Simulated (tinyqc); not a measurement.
Inside a calculation. Method: Hueckel theory of the pi electrons, for the molecule Clc1cccc2c1C=C2 (SMILES; centres numbered as the heavy atoms are written). One step of it, computed by the program tinyqc.

Task: Energy, charges, bond orders. E = sum n x; q_r = z_r - P_rr; bond order p = P_rs; free valence = sqrt(3) - sum of p over the bonds of the atom.

x values: 2.399605  2.050243  1.461648  1.046390  0.257860  -0.265781  -1.110470  -1.480477  -2.359017

occupations: 2.000000  2.000000  2.000000  2.000000  2.000000  0.000000  0.000000  0.000000  0.000000

charge and bond-order matrix P:
```
           1Cl         2C         3C         4C         5C         6C         7C         8C
1Cl   1.983798   0.126302  -0.056250  -0.015858   0.026512  -0.001828  -0.090591  -0.016481
2C    0.126302   0.985183   0.557363   0.004944  -0.176776  -0.001299   0.722940   0.005683
3C   -0.056250   0.557363   1.005321   0.732878  -0.002794  -0.347765   0.007306   0.167395
4C   -0.015858   0.004944   0.732878   0.997583   0.561889   0.001192  -0.345948  -0.002996
5C    0.026512  -0.176776  -0.002794   0.561889   1.001569   0.728624  -0.004167  -0.348424
6C   -0.001828  -0.001299  -0.347765   0.001192   0.728624   0.999026   0.549372   0.001645
7C   -0.090591   0.722940   0.007306  -0.345948  -0.004167   0.549372   1.018497   0.216850
8C   -0.016481   0.005683   0.167395  -0.002996  -0.348424   0.001645   0.216850   0.996210
9C    0.059903  -0.345288  -0.004620   0.164918   0.002816   0.215282  -0.014958   0.896229

            9C
1Cl   0.059903
2C   -0.345288
3C   -0.004620
4C    0.164918
5C    0.002816
6C    0.215282
7C   -0.014958
8C    0.896229
9C    1.012814
```

Centres:

| centre | z_r, pi electrons of the neutral centre | h |
|---|---|---|
| 1Cl | 2 | 2.000000 |
| 2C | 1 | 0.000000 |
| 3C | 1 | 0.000000 |
| 4C | 1 | 0.000000 |
| 5C | 1 | 0.000000 |
| 6C | 1 | 0.000000 |
| 7C | 1 | 0.000000 |
| 8C | 1 | 0.000000 |
| 9C | 1 | 0.000000 |

Bonds:

| i | j | k |
|---|---|---|
| 1 | 2 | 0.400000 |
| 2 | 3 | 1 |
| 3 | 4 | 1 |
| 4 | 5 | 1 |
| 5 | 6 | 1 |
| 6 | 7 | 1 |
| 7 | 8 | 1 |
| 8 | 9 | 1 |
| 7 | 2 | 1 |
| 9 | 6 | 1 |

Give: pi energy = 10 alpha + this times beta; pi charges; Bond orders and lengths from R = 1.517 - 0.180 p; free valence of the carbons; gap between the highest filled and the next level.

Result:

pi energy = 10 alpha + this times beta = 14.431

pi charges: 1Cl 0.016, 2C 0.015, 3C -0.005, 4C 0.002, 5C -0.002, 6C 0.001, 7C -0.018, 8C 0.004, 9C -0.013

Bond orders and lengths from R = 1.517 - 0.180 p (angstrom, C-C alone):

| bond | p | R |
|---|---|---|
| 1-2 | 0.126 | - |
| 2-3 | 0.557 | 1.417 |
| 3-4 | 0.733 | 1.385 |
| 4-5 | 0.562 | 1.416 |
| 5-6 | 0.729 | 1.386 |
| 6-7 | 0.549 | 1.418 |
| 7-8 | 0.217 | 1.478 |
| 8-9 | 0.896 | 1.356 |
| 7-2 | 0.723 | 1.387 |
| 9-6 | 0.215 | 1.478 |

free valence of the carbons: 2C 0.325, 3C 0.442, 4C 0.437, 5C 0.442, 6C 0.239, 7C 0.243, 8C 0.619, 9C 0.621

gap between the highest filled and the next level = 0.524 |beta|
